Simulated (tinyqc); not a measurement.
Worked calculation: G0W0 on RHF in the 6-31g basis, for H3+, spin multiplicity 1. Computed by tinyqc, a small Python program that keeps every step (integrals from PySCF). Settings: charge = 1, multiplicity = 1, basis = 6-31g, method = RHF, energy threshold = 1e-10, iteration cap = 70, orthogonalisation = symmetric, start = core, DIIS depth = 6. Command: `OMP_NUM_THREADS=1 python tinyqc.py 24888 24889 out.jsonl` (the two numbers bound the seeds that draw the settings). One thread of a shared host (Intel(R) Xeon(R) Processor @ 2.60GHz), about 0.04 s of CPU time with the checks. The early iterations of the SCF are left out here.

## One-electron integrals

Geometry (angstrom):
```
atom        x        y        z
H     0.00000  0.00000  0.00000
H     0.00000  0.00000  1.24600
H     0.00000  1.07900  0.62300
```

Basis 6-31g: exponents (1/bohr^2) and contraction coefficients of normalised primitives:
```
element  l (shell)  exponent  coefficient
H            s (1)  18.73114      0.03349
H            s (1)   2.82539      0.23473
H            s (1)   0.64012      0.81376
H            s (2)   0.16128      1.00000
```

Overlap, kinetic and nuclear-attraction integrals over the contracted functions; the nuclear repulsion is the sum of Za Zb / Rab.

nuclear repulsion = 1.2741424 hartree

overlap S, order 1H 1s, 1H 2s, 2H 1s, 2H 2s, 3H 1s, 3H 2s:
```
[[1.00000, 0.65829, 0.12716, 0.31777, 0.12718, 0.31780],
 [0.65829, 1.00000, 0.31777, 0.63950, 0.31780, 0.63952],
 [0.12716, 0.31777, 1.00000, 0.65829, 0.12718, 0.31780],
 [0.31777, 0.63950, 0.65829, 1.00000, 0.31780, 0.63952],
 [0.12718, 0.31780, 0.12718, 0.31780, 1.00000, 0.65829],
 [0.31780, 0.63952, 0.31780, 0.63952, 0.65829, 1.00000]]
```

kinetic energy T (hartree), order 1H 1s, 1H 2s, 2H 1s, 2H 2s, 3H 1s, 3H 2s:
```
[[1.39568, 0.25974, -0.04206, 0.06424, -0.04206, 0.06425],
 [0.25974, 0.24192, 0.06424, 0.10860, 0.06425, 0.10860],
 [-0.04206, 0.06424, 1.39568, 0.25974, -0.04206, 0.06425],
 [0.06424, 0.10860, 0.25974, 0.24192, 0.06425, 0.10860],
 [-0.04206, 0.06425, -0.04206, 0.06425, 1.39568, 0.25974],
 [0.06425, 0.10860, 0.06425, 0.10860, 0.25974, 0.24192]]
```

nuclear attraction V (hartree), order 1H 1s, 1H 2s, 2H 1s, 2H 2s, 3H 1s, 3H 2s:
```
[[-2.50256, -1.30005, -0.27566, -0.64591, -0.27572, -0.64596],
 [-1.30005, -1.44049, -0.64591, -0.99408, -0.64596, -0.99412],
 [-0.27566, -0.64591, -2.50256, -1.30005, -0.27572, -0.64596],
 [-0.64591, -0.99408, -1.30005, -1.44049, -0.64596, -0.99412],
 [-0.27572, -0.64596, -0.27572, -0.64596, -2.50258, -1.30007],
 [-0.64596, -0.99412, -0.64596, -0.99412, -1.30007, -1.44051]]
```

core Hamiltonian H = T + V (hartree), order 1H 1s, 1H 2s, 2H 1s, 2H 2s, 3H 1s, 3H 2s:
```
[[-1.10688, -1.04032, -0.31773, -0.58167, -0.31777, -0.58171],
 [-1.04032, -1.19858, -0.58167, -0.88549, -0.58171, -0.88552],
 [-0.31773, -0.58167, -1.10688, -1.04032, -0.31777, -0.58171],
 [-0.58167, -0.88549, -1.04032, -1.19858, -0.58171, -0.88552],
 [-0.31777, -0.58171, -0.31777, -0.58171, -1.10690, -1.04033],
 [-0.58171, -0.88552, -0.58171, -0.88552, -1.04033, -1.19859]]
```

## Two-electron integrals

Functions are numbered as in S; the eight-fold symmetry (ij|kl) = (ji|kl) = (kl|ij) leaves the list below.

Two-electron integrals (ij|kl) in chemists' order, unique and non-zero (hartree):
```
(11|11) 1.07657   (21|11) 0.57847   (21|21) 0.32942   (22|11) 0.58740
(22|21) 0.36130   (22|22) 0.45315   (31|11) 0.09298   (31|21) 0.05549
(31|22) 0.06522   (31|31) 0.01472   (32|11) 0.15851   (32|21) 0.10080
(32|22) 0.13432   (32|31) 0.03009   (32|32) 0.07578   (33|11) 0.42305
(33|21) 0.27580   (33|22) 0.38920   (33|31) 0.09298   (33|32) 0.26784
(33|33) 1.07657   (41|11) 0.26784   (41|21) 0.15399   (41|22) 0.17148
(41|31) 0.03009   (41|32) 0.05638   (41|33) 0.15851   (41|41) 0.07578
(42|11) 0.33334   (42|21) 0.20801   (42|22) 0.26957   (42|31) 0.04665
(42|32) 0.10651   (42|33) 0.33334   (42|41) 0.10651   (42|42) 0.18532
(43|11) 0.27580   (43|21) 0.17867   (43|22) 0.24995   (43|31) 0.05549
(43|32) 0.15399   (43|33) 0.57847   (43|41) 0.10080   (43|42) 0.20801
(43|43) 0.32942   (44|11) 0.38920   (44|21) 0.24995   (44|22) 0.34777
(44|31) 0.06522   (44|32) 0.17148   (44|33) 0.58740   (44|41) 0.13432
(44|42) 0.26957   (44|43) 0.36130   (44|44) 0.45315   (51|11) 0.09300
(51|21) 0.05550   (51|22) 0.06523   (51|31) 0.01125   (51|32) 0.02184
(51|33) 0.06105   (51|41) 0.02788   (51|42) 0.04163   (51|43) 0.03930
(51|44) 0.05338   (51|51) 0.01472   (52|11) 0.15853   (52|21) 0.10081
(52|22) 0.13433   (52|31) 0.02184   (52|32) 0.04851   (52|33) 0.14302
(52|41) 0.05166   (52|42) 0.09080   (52|43) 0.09203   (52|44) 0.12632
(52|51) 0.03009   (52|52) 0.07579   (53|11) 0.06105   (53|21) 0.03930
(53|22) 0.05338   (53|31) 0.01125   (53|32) 0.02788   (53|33) 0.09300
(53|41) 0.02184   (53|42) 0.04163   (53|43) 0.05550   (53|44) 0.06523
(53|51) 0.01126   (53|52) 0.02788   (53|53) 0.01472   (54|11) 0.14302
(54|21) 0.09203   (54|22) 0.12632   (54|31) 0.02184   (54|32) 0.05166
(54|33) 0.15853   (54|41) 0.04851   (54|42) 0.09080   (54|43) 0.10081
(54|44) 0.13433   (54|51) 0.02788   (54|52) 0.07388   (54|53) 0.03009
(54|54) 0.07579   (55|11) 0.42307   (55|21) 0.27581   (55|22) 0.38921
(55|31) 0.06104   (55|32) 0.14301   (55|33) 0.42307   (55|41) 0.14301
(55|42) 0.27164   (55|43) 0.27581   (55|44) 0.38921   (55|51) 0.09300
(55|52) 0.26786   (55|53) 0.09300   (55|54) 0.26786   (55|55) 1.07657
(61|11) 0.26786   (61|21) 0.15400   (61|22) 0.17149   (61|31) 0.02788
(61|32) 0.05166   (61|33) 0.14302   (61|41) 0.07388   (61|42) 0.10257
(61|43) 0.09203   (61|44) 0.12631   (61|51) 0.03009   (61|52) 0.05639
(61|53) 0.02184   (61|54) 0.05166   (61|55) 0.15853   (61|61) 0.07579
(62|11) 0.33336   (62|21) 0.20802   (62|22) 0.26958   (62|31) 0.04163
(62|32) 0.09080   (62|33) 0.27165   (62|41) 0.10256   (62|42) 0.17240
(62|43) 0.17315   (62|44) 0.23622   (62|51) 0.04666   (62|52) 0.10652
(62|53) 0.04163   (62|54) 0.10257   (62|55) 0.33336   (62|61) 0.10652
(62|62) 0.18533   (63|11) 0.14302   (63|21) 0.09203   (63|22) 0.12631
(63|31) 0.02788   (63|32) 0.07388   (63|33) 0.26786   (63|41) 0.05166
(63|42) 0.10257   (63|43) 0.15400   (63|44) 0.17149   (63|51) 0.02184
(63|52) 0.05166   (63|53) 0.03009   (63|54) 0.05639   (63|55) 0.15853
(63|61) 0.04852   (63|62) 0.09081   (63|63) 0.07579   (64|11) 0.27165
(64|21) 0.17315   (64|22) 0.23622   (64|31) 0.04163   (64|32) 0.10256
(64|33) 0.33336   (64|41) 0.09080   (64|42) 0.17240   (64|43) 0.20802
(64|44) 0.26958   (64|51) 0.04163   (64|52) 0.10257   (64|53) 0.04666
(64|54) 0.10652   (64|55) 0.33336   (64|61) 0.09081   (64|62) 0.17240
(64|63) 0.10652   (64|64) 0.18533   (65|11) 0.27581   (65|21) 0.17868
(65|22) 0.24996   (65|31) 0.03930   (65|32) 0.09203   (65|33) 0.27581
(65|41) 0.09203   (65|42) 0.17315   (65|43) 0.17868   (65|44) 0.24996
(65|51) 0.05550   (65|52) 0.15400   (65|53) 0.05550   (65|54) 0.15400
(65|55) 0.57847   (65|61) 0.10081   (65|62) 0.20802   (65|63) 0.10081
(65|64) 0.20802   (65|65) 0.32942   (66|11) 0.38921   (66|21) 0.24996
(66|22) 0.34778   (66|31) 0.05337   (66|32) 0.12631   (66|33) 0.38921
(66|41) 0.12631   (66|42) 0.23621   (66|43) 0.24996   (66|44) 0.34778
(66|51) 0.06523   (66|52) 0.17149   (66|53) 0.06523   (66|54) 0.17149
(66|55) 0.58740   (66|61) 0.13433   (66|62) 0.26958   (66|63) 0.13433
(66|64) 0.26958   (66|65) 0.36130   (66|66) 0.45315
```

## Orthogonalisation

S = U s U^T; symmetric (Loewdin) form X = U s^(-1/2) U^T, so that X^T S X = 1.

eigenvalues of S: [0.19054, 0.19056, 0.37507, 1.04273, 1.04279, 3.15830]

X, order 1H 1s, 1H 2s, 2H 1s, 2H 2s, 3H 1s, 3H 2s:
```
[[1.25879, -0.51519, 0.01799, 0.00885, 0.01798, 0.00885],
 [-0.51519, 1.65312, 0.00885, -0.37615, 0.00885, -0.37620],
 [0.01799, 0.00885, 1.25879, -0.51519, 0.01798, 0.00885],
 [0.00885, -0.37615, -0.51519, 1.65312, 0.00885, -0.37620],
 [0.01798, 0.00885, 0.01798, 0.00885, 1.25879, -0.51519],
 [0.00885, -0.37620, 0.00885, -0.37620, -0.51519, 1.65316]]
```

## Iteration 5 (converged): orbitals

converged F (hartree), order 1H 1s, 1H 2s, 2H 1s, 2H 2s, 3H 1s, 3H 2s:
```
[[-0.28595, -0.64412, -0.33860, -0.47041, -0.33864, -0.47043],
 [-0.64412, -0.66309, -0.47041, -0.59503, -0.47043, -0.59504],
 [-0.33860, -0.47041, -0.28595, -0.64412, -0.33864, -0.47043],
 [-0.47041, -0.59503, -0.64412, -0.66309, -0.47043, -0.59504],
 [-0.33864, -0.47043, -0.33864, -0.47043, -0.28597, -0.64414],
 [-0.47043, -0.59504, -0.47043, -0.59504, -0.64414, -0.66310]]
```

Diagonalise F' = X^T F X, C = X C', fill 1 alpha and 1 beta electrons from the bottom; D = 2 C_occ C_occ^T. Each column has its largest component positive (the first on a tie).

F' = X^T F X (hartree):
```
[[0.18169, -0.56128, -0.10659, -0.11432, -0.10662, -0.11432],
 [-0.56128, -0.03807, -0.11432, -0.14172, -0.11432, -0.14172],
 [-0.10659, -0.11432, 0.18169, -0.56128, -0.10662, -0.11432],
 [-0.11432, -0.14172, -0.56128, -0.03807, -0.11432, -0.14172],
 [-0.10662, -0.11432, -0.10662, -0.11432, 0.18169, -0.56128],
 [-0.11432, -0.14172, -0.11432, -0.14172, -0.56128, -0.03806]]
```

orbital energies (hartree): [-0.97963, -0.26043, -0.26041, 0.62659, 0.65236, 0.65238]

coefficients C, order 1H 1s, 1H 2s, 2H 1s, 2H 2s, 3H 1s, 3H 2s:
```
[[0.25782, 0.26682, -0.15404, 0.75810, -0.91428, 0.52797],
 [0.21570, 0.87850, -0.50725, -0.55346, 1.19353, -0.68918],
 [0.25782, -0.26682, -0.15404, 0.75810, 0.91428, 0.52797],
 [0.21570, -0.87850, -0.50725, -0.55346, -1.19353, -0.68918],
 [0.25783, 0.00000, 0.30809, 0.75831, 0.00000, -1.05563],
 [0.21571, 0.00000, 1.01447, -0.55376, 0.00000, 1.37812]]
```

D after iteration 5, order 1H 1s, 1H 2s, 2H 1s, 2H 2s, 3H 1s, 3H 2s:
```
[[0.13294, 0.11122, 0.13294, 0.11122, 0.13295, 0.11123],
 [0.11122, 0.09305, 0.11122, 0.09305, 0.11123, 0.09306],
 [0.13294, 0.11122, 0.13294, 0.11122, 0.13295, 0.11123],
 [0.11122, 0.09305, 0.11122, 0.09305, 0.11123, 0.09306],
 [0.13295, 0.11123, 0.13295, 0.11123, 0.13295, 0.11123],
 [0.11123, 0.09306, 0.11123, 0.09306, 0.11123, 0.09306]]
```

## Convergence

Stop when the energy changes by less than 1e-10 hartree and every element of the error matrix X^T (F D S - S D F) X is below 3e-06.

Course of the cycle:
```
iteration  E (hartree)     change  largest element of the error matrix
1           -1.1887767          -                             6.44e-02
2           -1.2024313  -1.37e-02                             1.06e-02
3           -1.2028101  -3.79e-04                             1.99e-05
4           -1.2028101  -1.30e-09                             1.68e-06
5           -1.2028101  -7.36e-12                             7.95e-07
```

PySCF RHF in the same basis = -1.2028101 hartree

Converged in 5 iterations.

## Integrals over molecular orbitals

(pq|rs) = sum C_ip C_jq C_kr C_ls (ij|kl), one index at a time.

one-electron integrals over orbitals h = C^T H C (hartree):
```
[[-1.49732, 0.00000, -0.00001, -0.09566, 0.00000, -0.00001],
 [0.00000, -1.02566, 0.00000, 0.00000, 0.17312, 0.00000],
 [-0.00001, 0.00000, -1.02564, -0.00002, 0.00000, 0.17312],
 [-0.09566, 0.00000, -0.00002, -0.18533, 0.00000, 0.00001],
 [0.00000, 0.17312, 0.00000, 0.00000, -0.20939, 0.00000],
 [-0.00001, 0.00000, 0.17312, 0.00001, 0.00000, -0.20939]]
```

Two-electron integrals over orbitals (pq|rs), unique and non-zero (hartree):
```
(11|11) 0.51768     (21|21) 0.10806     (22|11) 0.43664     (22|22) 0.43885
(31|11) 6.06e-06    (31|22) -0.05911    (31|31) 0.10806     (32|21) -0.05911
(32|32) 0.04355     (33|11) 0.43664     (33|22) 0.35175     (33|31) 0.05911
(33|33) 0.43884     (41|11) 0.09566     (41|22) 0.06504     (41|31) 9.78e-06
(41|33) 0.06505     (41|41) 0.05783     (42|21) 0.02275     (42|32) -0.01452
(42|42) 0.03601     (43|11) 1.70e-05    (43|22) -0.01452    (43|31) 0.02275
(43|33) 0.01454     (43|41) 1.44e-05    (43|43) 0.03602     (44|11) 0.43488
(44|22) 0.38374     (44|31) 3.03e-05    (44|33) 0.38377     (44|41) 0.07173
(44|43) 1.96e-05    (44|44) 0.39392     (51|21) -0.06147    (51|32) 0.03699
(51|42) -0.04341    (51|51) 0.06711     (52|11) -0.11730    (52|22) -0.09882
(52|31) 0.03955     (52|33) -0.06093    (52|41) -0.06009    (52|43) 0.02481
(52|44) -0.08836    (52|52) 0.09524     (53|21) 0.03955     (53|32) -0.01894
(53|42) 0.02482     (53|51) -0.03887    (53|53) 0.02773     (54|21) -0.10457
(54|32) 0.05946     (54|42) -0.03142    (54|51) 0.07104     (54|53) -0.04498
(54|54) 0.11825     (55|11) 0.46443     (55|22) 0.45284     (55|31) -0.07374
(55|33) 0.35990     (55|41) 0.09535     (55|43) -0.03129    (55|44) 0.41358
(55|52) -0.14265    (55|55) 0.51373     (61|11) 8.24e-06    (61|22) 0.03699
(61|31) -0.06147    (61|33) -0.03698    (61|41) -3.09e-06   (61|43) -0.04342
(61|44) -1.05e-05   (61|52) -0.03888    (61|55) 0.05927     (61|61) 0.06711
(62|21) 0.03956     (62|32) -0.01895    (62|42) 0.02482     (62|51) -0.03888
(62|53) 0.02613     (62|54) -0.04499    (62|62) 0.02774     (63|11) -0.11730
(63|22) -0.06094    (63|31) -0.03955    (63|33) -0.09881    (63|41) -0.06010
(63|43) -0.02483    (63|44) -0.08838    (63|52) 0.04139     (63|55) -0.07612
(63|61) 0.03886     (63|63) 0.09523     (64|11) -7.49e-06   (64|22) 0.05947
(64|31) -0.10458    (64|33) -0.05947    (64|41) -1.28e-05   (64|43) -0.03144
(64|44) -3.44e-05   (64|52) -0.04499    (64|55) 0.08428     (64|61) 0.07106
(64|63) 0.04499     (64|64) 0.11829     (65|21) -0.07376    (65|32) 0.04648
(65|42) -0.03130    (65|51) 0.05926     (65|53) -0.03328    (65|54) 0.08429
(65|62) -0.03328    (65|65) 0.06648     (66|11) 0.46444     (66|22) 0.35992
(66|31) 0.07372     (66|33) 0.45282     (66|41) 0.09537     (66|43) 0.03131
(66|44) 0.41363     (66|52) -0.07613    (66|55) 0.38085     (66|61) -0.05922
(66|63) -0.14264    (66|64) -0.08426    (66|66) 0.51370
```

## Screening: direct RPA

With D = e_a - e_i and K = (ia|jb): diagonalise D^(1/2) (D + 4K) D^(1/2) = Z w^2 Z^T; X + Y = D^(1/2) Z w^(-1/2), each column of Z with its largest component positive (the first on a tie); E_c = (sum w - tr (D + 2K)) / 2.

D^(1/2) (D + 4K) D^(1/2) (hartree^2), order 1>2, 1>3, 1>4, 1>5, 1>6:
```
[[0.82812, 0.00000, 0.00000, -0.26639, 0.00000],
 [0.00000, 0.82815, 0.00004, 0.00000, -0.26641],
 [0.00000, 0.00004, 2.95153, 0.00000, -0.00002],
 [-0.26639, 0.00000, 0.00000, 3.10148, 0.00000],
 [0.00000, -0.26641, -0.00002, 0.00000, 3.10158]]
```

excitation energies w (hartree): [0.89293, 0.89294, 1.71800, 1.76982, 1.76985]

X + Y, order 1>2, 1>3, 1>4, 1>5, 1>6:
```
[[0.89153, 0.00000, 0.00000, -0.07321, 0.00000],
 [0.00000, 0.89153, 0.00000, 0.00000, -0.07321],
 [0.00000, -0.00002, 0.96692, 0.00000, -0.00013],
 [0.15527, 0.00000, 0.00000, 0.95392, 0.00000],
 [0.00000, 0.15527, 0.00013, 0.00000, 0.95392]]
```

RPA correlation energy = -0.0407223 hartree

Within a degenerate level the vectors are fixed only up to a rotation; this is one choice.

## G0W0 on Hartree-Fock: HOMO

W(p,q,m) = sqrt2 sum_ia (pq|ia) (X+Y)_ia,m; Sigma_c(x) = sum_(i,m) W^2/(x - e_i + w_m) + sum_(a,m) W^2/(x - e_a - w_m); solve x = e_p + Sigma_c(x) by Newton steps; Z = 1/(1 - dSigma/dx); 1 hartree = 27.211386 eV.

The 12 largest terms at x = e_p (hartree; W for the signs of X + Y given):
```
q  m          W       term
1  3    0.13081    0.00996
2  1    0.12275   -0.00935
3  2    0.12274   -0.00934
3  5   -0.09412   -0.00356
2  4   -0.09412   -0.00356
6  5    0.09690   -0.00276
5  4    0.09689   -0.00276
4  3    0.07908   -0.00188
6  2   -0.06277   -0.00156
5  1   -0.06277   -0.00156
4  5  -1.58e-05  -7.40e-11
1  2   6.13e-06   4.20e-11
```

Newton steps (hartree):
```
step         x  Sigma_c(x)        Z
0     -0.97963    -0.02637  0.97687
1     -1.00539    -0.02576  0.97716
2     -1.00540    -0.02576  0.97716
```

quasiparticle energy of the HOMO = -27.35829 eV

Hartree-Fock value = -26.65720 eV

## G0W0 on Hartree-Fock: LUMO

As before.

The 12 largest terms at x = e_p (hartree; W for the signs of X + Y given):
```
q  m         W      term
1  1   0.12275   0.00935
3  1  -0.06641  -0.00494
2  2  -0.06640  -0.00494
2  3   0.08895  -0.00461
1  4  -0.09412   0.00356
5  3  -0.08217  -0.00257
2  5   0.05602  -0.00177
3  4   0.05602  -0.00177
4  4  -0.06092  -0.00140
6  4  -0.05654  -0.00119
5  5  -0.05653  -0.00119
6  1   0.04134  -0.00095
```

Newton steps (hartree):
```
step         x  Sigma_c(x)        Z
0     -0.26043    -0.01357  0.97416
1     -0.27365    -0.01322  0.97446
2     -0.27365    -0.01322  0.97446
```

quasiparticle energy of the LUMO = -7.44648 eV

Hartree-Fock value = -7.08676 eV
